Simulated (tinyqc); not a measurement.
What moves the moment: Stoner model of a band ferromagnet.

Density of states per atom and spin: flat with a rise to the top, D(e) = (M/W) [1 - sp + 4 sp (e/W + 1/2)^3]. Levels e -/+ I m/2 for up and down spin, m = n_up - n_down, n_up + n_down = nd. At zero temperature e(N) is the energy below which N states lie, and E(m) = sum over spins of integral e D de - I m^2/4.

Values chosen for the exercise: W = 5.5 eV (band width, e from -W/2 to W/2); M = 5 (states per atom and spin); nd = 7.08 (electrons per atom); sp = 0.24 (shape parameter); I = 0.97 eV (Stoner parameter).

Lowest state for each case.

Results for these values:
```
case  I D(EF)  m (muB)  E - E(0) (meV)
base    1.106    2.920          -175.5
```

What happens to each result for I = 1.048 eV, all else kept?

Answer: I D(EF) rises from 1.106 to 1.195; m does not change at the printed digits; E - E(0) falls from -175.5 to -341.8.

The same for each parameter in turn:
```
case          I D(EF)  m (muB)  E - E(0) (meV)
base            1.106    2.920          -175.5
W = 5.06 eV     1.202    2.920          -326.9
I = 1.048 eV    1.195    2.920          -341.8
nd = 6.78       1.067    3.220          -127.8
sp = 0.34       1.266    2.920          -396.1
```

Run: tinyqc, `OMP_NUM_THREADS=1 python tinyqc.py 1680493 1680494 out.jsonl`; Intel(R) Xeon(R) Processor @ 2.30GHz, one thread, shared host; about 0.3 s of CPU time with all checks.
